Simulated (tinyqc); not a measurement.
Heterojunction of two tight-binding chains: one step. Transmission. Three cases, with inputs chosen for the exercise.

Question. The last site of the left chain has energy 2 t1 + U, and S1, S2 are the self-energies of the two half chains on it. G = 1/(E - 2 t1 - U - S1 - S2); T = 4 Im(S1) Im(S2) |G|^2.

Give: G; T.

Case 1.

Values chosen (out of a larger set: masses and offset of the size met at Si / SiGe; not measured data): E = 0.162 eV (electron energy); U = -1.36 eV (extra energy on the last left site).

t1 = 1.202646 eV
S1 = -1.1216459-0.4338982i eV
S2 = -1.1967065-0.1193763i eV

Answer.

G = 0.6067-0.2339i 1/eV
T = 0.0876

A fraction 0.9124 is reflected although the electron lies above the step.

Case 2.

Values chosen (out of a larger set: masses and offset of the size met at InAs / GaSb; not measured data): E = 0.971 eV (electron energy); U = 0 eV (extra energy on the last left site).

t1 = 6.349970 eV
S1 = -5.8644702-2.4351819i eV
S2 = -6.3183660-0.6327497i eV

Answer.

G = 0.0472-0.3190i 1/eV
T = 0.6408

A fraction 0.3592 is reflected although the electron lies above the step.

Case 3.

Values chosen (out of a larger set: masses and offset of the size met at Si / SiGe; not measured data): E = 0.194 eV (electron energy); U = -0.99 eV (extra energy on the last left site).

t1 = 1.266616 eV
S1 = -1.1696164-0.4861220i eV
S2 = -1.2293398-0.3050258i eV

Answer.

G = 0.6075-0.4579i 1/eV
T = 0.3433

A fraction 0.6567 is reflected although the electron lies above the step.

Computed by tinyqc, one run a case: `OMP_NUM_THREADS=1 python tinyqc.py N N+1 out.jsonl` with N = 1451386, 1451464, 1451471; one thread of a shared Intel(R) Xeon(R) Processor @ 2.30GHz, about 0.01 s a run at most.
